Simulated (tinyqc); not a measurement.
Holstein polaron on two sites: one step, computed by the program tinyqc.

One electron on sites 1 and 2: H = -t (c1+ c2 + c2+ c1) + hbar omega sum_i b_i+ b_i - g hbar omega sum_i n_i (b_i + b_i+). The symmetric phonon shifts the energy by -g^2 hbar omega/2 and drops out; with b = (b_1 - b_2)/sqrt(2) there remains H = -t sigma_x + hbar omega b+ b - (g hbar omega/sqrt(2)) sigma_z (b + b+). Parity splits it into blocks p = +1 and -1 over phonon numbers n. Zero-point energies are left out. Weights Z refer to mode b alone; the displaced symmetric mode multiplies the full zero-phonon weight by exp(-g^2/2).

Task: Levels in the small basis. Diagonalise H; the eigenvector has its largest component positive; Z is the weight of n = 0.

H, even block (meV):
$$\begin{pmatrix}
-56.0726 & -37.0489 & 0.0000 \\
-37.0489 & 134.9274 & -52.3950 \\
0.0000 & -52.3950 & 153.9274
\end{pmatrix}$$

Give: levels; lowest eigenvector; Z in the small basis.

Result:

levels (meV): [-63.5, 96.3, 199.9]

lowest eigenvector: [0.9796, 0.1954, 0.0471]

Z in the small basis = 0.9596
